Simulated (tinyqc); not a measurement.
Carbon nanotube by zone folding: one step. One point of one line.

Circumference C = n a1 + m a2, a = sqrt3 acc; d = a sqrt(n^2 + nm + m^2)/pi; tan(theta) = sqrt3 m/(2n + m); dR = gcd(2n + m, 2m + n); T = t1 a1 + t2 a2 with t1 = (2m + n)/dR, t2 = -(2n + m)/dR, |T| = sqrt3 pi d/dR; N = 2 (n^2 + nm + m^2)/dR hexagons a cell. On cutting line mu = 0 to N - 1 at x = k|T|/(2 pi) the phases are p1 = 2 pi (-t2 mu + m x)/N, p2 = 2 pi (t1 mu - n x)/N, and E = -/+ t |1 + exp(i p1) + exp(i p2)|.

Inputs chosen for the exercise (near those used for carbon; not measured data): n = 16 (chiral index); m = 0 (chiral index); t = 2.76 eV (hopping); mu = 10 (cutting line); x = -0.26 (position on the line).

Task: Form the phases and the energy.

Give: p1, p2; E of the upper band.

Result:

p1, p2 (rad): 3.92699  2.78031

E of the upper band = 2.0243 eV

tinyqc: `OMP_NUM_THREADS=1 python tinyqc.py 1482733 1482734 out.jsonl`; about 0.06 s, one thread, shared Intel(R) Xeon(R) Processor @ 2.30GHz.
